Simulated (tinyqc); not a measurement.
Bottom-up copper filling of a trench by curvature-enhanced accelerator coverage. Inputs raised by 5 %, one at a time. Computed by tinyqc, a small Python program. Command: `OMP_NUM_THREADS=1 python tinyqc.py 3015924 3015925 out.jsonl superfill sens`. One thread of a shared host (Intel(R) Xeon(R) Processor @ 2.30GHz), about 0.08 s of CPU time with the checks.

A rectangular trench keeps vertical walls and a flat floor. An accelerator floats on the surface; where area is lost in the corners it is passed on to the floor.

Inputs (values chosen for the exercise, close to those used for damascene copper plating):
```
quantity,value,unit
trench width w,430,nm
aspect ratio h/w,2.3,-
exchange current of the suppressed surface i_0,0.023,mA/cm^2
exchange current of the accelerated surface i_1,3,mA/cm^2
transfer coefficient alpha,0.36,-
overpotential eta,0.12,V
starting coverage theta_0,0.034,-
adsorption rate k_a,0.00081,1/s
cupric ion concentration C,0.62,mol/l
diffusivity D,3.9e-06,cm^2/s
boundary layer delta,26,um
temperature T,298,K
```

Constants: e = 1.602176634e-19 C; N_A = 6.02214076e+23 1/mol; k_B = 8.617333262e-05 eV/K.

Method. Kinetic current i_k = [i_0 (1 - theta) + i_1 theta] exp(alpha eta/(k_B T)), limit i_L = 2 F D C/delta, i = 1/(1/i_k + 1/i_L); velocity v = i Omega/(2F), Omega = 7.11 cm^3/mol, F = e N_A. Depletion inside the trench is ignored. Half width x, floor height y, depth h = aspect ratio x w. dx/dt = -v_s, dy/dt = v_b. d theta_b/dt = k_a (1 - theta_b) + [theta_s v_b + theta_b v_s]/x: the floor takes the accelerator of the wall it covers and keeps its own as it narrows. d theta_s/dt = k_a (1 - theta_s). theta_b is capped at 1. Integrate (tolerance 1e-9) until the walls meet (x = 0.02 w/2) or the floor passes the original mouth y = h. Start: x = w/2, y = 0, theta_b = theta_s = theta_0. Height filled = y/h, opening left = x/(w/2).

Runs:
```
input moved,from,to,time at the end (s),"opening left, as a share of w",ratio v(1)/v(theta_0),share of the height filled from the floor
base run,-,-,263.06,0.02,22.242,0.60940
trench width w (nm),430,451.5,270.99,0.02,22.242,0.60247
aspect ratio h/w,2.3,2.415,263.06,0.02,22.242,0.58039
exchange current of the suppressed surface i_0 (mA/cm^2),0.023,0.02415,262.67,0.02,22.045,0.60874
exchange current of the accelerated surface i_1 (mA/cm^2),3,3.15,255.81,0.02,22.344,0.61552
starting coverage theta_0,0.034,0.0357,261.30,0.02,21.374,0.60966
boundary layer delta (um),26,27.3,263.17,0.02,22.154,0.60788
cupric ion concentration C (mol/l),0.62,0.651,262.95,0.02,22.325,0.61087
```

Exponents ln(y'/y) / ln(x'/x):
```
input,time at the end,"opening left, as a share of w",ratio v(1)/v(theta_0),share of the height filled from the floor
trench width w,0.609,0,0.000,-0.234
aspect ratio h/w,0.000,0,0.000,-1.000
exchange current of the suppressed surface i_0,-0.030,0,-0.182,-0.022
exchange current of the accelerated surface i_1,-0.573,0,0.094,0.205
starting coverage theta_0,-0.138,0,-0.815,0.009
boundary layer delta,0.009,0,-0.081,-0.051
cupric ion concentration C,-0.008,0,0.077,0.049
```

Which inputs matter most for each result?

Among the inputs moved here: time at the end answers most in size to trench width w (exponent +0.609), next to exchange current of the accelerated surface i_1 (-0.573); its exponent is below 0.0005 for aspect ratio h/w. Opening left, as a share of w hardly depends on these (all exponents below 0.005). Ratio v(1)/v(theta_0) answers most in size to starting coverage theta_0 (exponent -0.815), next to exchange current of the suppressed surface i_0 (-0.182); its exponent is below 0.0005 for trench width w, aspect ratio h/w. Share of the height filled from the floor answers most in size to aspect ratio h/w (exponent -1.000), next to trench width w (-0.234).

Caution (all rows): real profiles develop slanted corners, and accelerator is consumed; both are left out.
